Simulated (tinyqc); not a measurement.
Ionisation and resistivity against doping: donors on two lattice sites with valley-orbit split states.

Each donor binds at most one electron, in any of its states. For a site s, W_s = sum over its states of g exp(E/kT), and the ionised share is 1/(1 + W_s exp(eta)), eta = (EF - Ec)/kT; n = Nc F_1/2(eta); neutrality n + NA = ND x (mean ionised share, the two sites in equal numbers); holes are neglected. Nc from N = 2 (m kB T/(4 pi c))^(3/2) with c = hbar^2/2m0, in 1/angstrom^3; times 1e24 for 1/cm^3, m = md. F_j(eta) = (1/Gamma(j + 1)) integral_0^infinity x^j dx/(1 + exp(x - eta)), which tends to exp(eta) for eta << 0.

Mobility (Caughey-Thomas form): mu = mu0 + (mu1 (T/300)^(-ga) - mu0)/(1 + ((ND + NA)/Nr)^de); rho = 1/(e n mu), e = 1.602176634e-19 C.

Constants: hbar^2/2m0 = 3.80998211 eV angstrom^2; kB = 8.617333262e-05 eV/K.

Inputs chosen for the exercise (near those of nitrogen in 4H-SiC; shifted at random, so the results belong to these values and not to a real crystal): md = 0.784 m0 (density-of-states mass of the conduction band); E = (64.2, 56.4, 120.8, 74) meV (binding energies of h ground, h excited, k ground, k excited); g = (2, 4, 2, 4) (their degeneracies with spin); T = 225 K; mu0 = 38 cm^2/(V s) (mobility at heavy doping); mu1 = 954 cm^2/(V s) (mobility at light doping and 300 K); Nr = 2e+17 1/cm^3 (reference doping); de = 0.61 (doping exponent); ga = 2.4 (temperature exponent).

NA = 0.

Results:
```
ND (1/cm^3)  n (1/cm^3)   n/ND  mu (cm^2/(V s))  rho (ohm cm)  rho at full ionisation
1.0e+14        9.94e+13  0.994             1885          33.3                    33.1
1.0e+15        9.49e+14  0.949             1832          3.59                    3.41
1.0e+16        7.41e+15  0.741             1644         0.512                   0.380
3.0e+16        1.77e+16  0.590             1457         0.242                   0.143
1.0e+17        4.27e+16  0.427             1165         0.125                  0.0536
3.0e+17        8.90e+16  0.297              856        0.0820                  0.0243
1.0e+18        1.85e+17  0.185              546        0.0618                  0.0114
2.0e+18        2.75e+17  0.137              406        0.0560                 0.00770
```

What does the comparison show, and why?

From 1e16 to 1e18 1/cm^3 rho falls by a factor 8.29, not 100: the mobility takes a factor 3.01 and incomplete ionisation 4.01. n/ND is below 0.9 from 1e+16 1/cm^3 on. Near 1e19 1/cm^3 and above the levels merge with the band, and already below that screening lowers the binding energy, so the last rows understate n.

Computed by tinyqc, a small Python program: `OMP_NUM_THREADS=1 python tinyqc.py 1652312 1652313 out.jsonl` (the numbers bound the seed that draws the inputs); one thread of a shared host (Intel(R) Xeon(R) Processor @ 2.30GHz), about 0.01 s for the whole set of steps.
